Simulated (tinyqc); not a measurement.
Shallow acceptor in the spherical model (Baldereschi-Lipari), strong spin-orbit limit: one step, computed by the program tinyqc.

The 1S(3/2) state has an s envelope f(r) and a d envelope g(r). In effective units they obey -(f'' + 2f'/r + 2f/r) + mu (g'' + 5g'/r + 3g/r^2) = E f and -(g'' + 2g'/r - 6g/r^2 + 2g/r) + mu (f'' - f'/r) = E g. The cubic term, the split-off band and the central cell are left out.

Question. Effective units and couplings. Ry* = Ry/(gamma_1 eps^2), a* = a_0 eps gamma_1, mu = (6 gamma_3 + 4 gamma_2)/(5 gamma_1), delta = (gamma_3 - gamma_2)/gamma_1; spherical masses 1/(gamma_1 (1 - mu)) (heavy) and 1/(gamma_1 (1 + mu)) (light).

Inputs (values chosen for the exercise, modelled on GaAs):
```
quantity                 value  unit
Luttinger gamma_1         6.98     -
Luttinger gamma_2         2.12     -
Luttinger gamma_3         2.88     -
dielectric constant eps   12.7     -
```

Constants: Ry = 13.605693123 eV; a_0 = 0.529177210903 angstrom.

Give: Ry*; a*; mu; delta; heavy-hole mass; light-hole mass.

Answer.

Ry* = 12.09 meV

a* = 46.91 angstrom

mu = 0.7381

delta = 0.1089

heavy-hole mass = 0.5470 m_0

light-hole mass = 0.08243 m_0
